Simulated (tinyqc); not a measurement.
Surface Green function of a dimerised chain, Sancho-Rubio decimation: densities of states against energy.

A semi-infinite lead of cells 0, 1, 2, ... with H0 inside a cell and H1 = <cell i|H|cell i + 1>. Cell A, B with A at the surface; -t1 joins A and B, -t2 joins B to the next A. z = E + i eta.

Start with e_s = e = H0, a = H1, b = H1^dagger. Each round: g = (z - e)^(-1); e_s <- e_s + a g b; e <- e + a g b + b g a; a <- a g a; b <- b g b (all with the old a, b). Round k joins cells 2^k apart. Stop when the largest entry of the matrices a and b is below 1e-12 eV; g_s = (z - e_s)^(-1), bulk (z - e)^(-1), density of states -Im Tr/pi. Here eta = 0.0001 eV. Open modes are the crossings of E with the bands of H0 + H1 exp(ik) + H1^dagger exp(-ik) for 0 < k < pi.

H0 (eV):
```
,A,B
A,0,-2.33
B,-2.33,0
```

H1 (eV):
```
,A,B
A,0,0
B,-2.7,0
```

Result of one run:
```
E (eV),open modes,rounds,surface (1/eV),bulk (1/eV)
-0.5,1,19,0.076900,0.18911
```

What becomes of these results when the energy E is changed from -0.5 to -4.53 eV, all else the same?

Result of the changed run:
```
E (eV),open modes,rounds,surface (1/eV),bulk (1/eV)
-4.53,1,19,0.22737,0.29216
```

The whole series:
```
E (eV),open modes,rounds,surface (1/eV),bulk (1/eV)
-5.53,0,6,1.1167e-5,2.9105e-5
-4.53,1,19,0.22737,0.29216
-3.52,1,19,0.25604,0.17816
-2.52,1,20,0.20397,0.14784
-1.51,1,20,0.14421,0.13686
-0.5,1,19,0.076900,0.18911
0,0,9,812.63,3.4207e-5
0.5,1,19,0.076900,0.18911
1.51,1,20,0.14421,0.13686
2.51,1,20,0.20335,0.14766
3.52,1,19,0.25604,0.17816
4.53,1,19,0.22737,0.29216
5.53,0,6,1.1167e-5,2.9105e-5
```

The bands of the infinite lead run over -5.03 to -0.370, 0.370 to 5.03 eV. The rounds lie between 6 and 20, 7.0 on average outside the bands and 19.4 inside. The surface density of states is largest at E = 0 eV among the rows (813 1/eV, bulk 3.42e-5): no mode is open there and the bulk has far less, which marks a state bound to the surface.

Program tinyqc, `OMP_NUM_THREADS=1 python tinyqc.py 2680041 2680042 out.jsonl`; Intel Xeon 2.30GHz, shared host, one thread, about 0.04 s.
